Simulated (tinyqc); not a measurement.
Ellipsoidal valleys in the axes of a wafer and a channel: one step. Tensors of the valley x.

Valleys with axes a along x, y and z, two valleys each; inverse mass tensor w = 1/mt + (1/ml - 1/mt) a a. Device axes: z = nz/|nz|, x = nx/|nx|, y = z cross x; in them a = (ax, ay, az). Confinement mass mz = 1/w_zz. In the plane w_ij is replaced by u_ij = w_ij - w_iz w_jz/w_zz (i, j = x, y); density-of-states mass md = 1/sqrt(det u); conductivity mass along x mc = 1/u_xx; ballistic transport mass mx = u_yy/det u, width mass my = 1/u_yy.

Values chosen for the exercise (out of a larger set: near those of the Delta valleys of Si; not measured data): ml = 0.892 m0 (longitudinal mass); mt = 0.19 m0 (transverse mass).

valley axes:
```
          ax         ay        az
x   0.707107   0.000000  0.707107
y  -0.707107   0.000000  0.707107
z   0.000000  -1.000000  0.000000
```

Problem. Form w and the reduced tensor u.

Give: w; u.

Solution.

w (1/m0):
```
         x       y        z
x   3.1921  0.0000  -2.0710
y   0.0000  5.2632   0.0000
z  -2.0710  0.0000   3.1921
```

u (1/m0):
```
        x       y
x  1.8484  0.0000
y  0.0000  5.2632
```

The axis is tilted against the normal, so w_xz or w_yz is not zero and the reduction changes the masses in the plane.

Computed by tinyqc, a small Python program: `OMP_NUM_THREADS=1 python tinyqc.py 1850254 1850255 out.jsonl` (the numbers bound the seed that draws the inputs); one thread of a shared host (Intel(R) Xeon(R) Processor @ 2.30GHz), about 0.01 s for the whole set of steps.
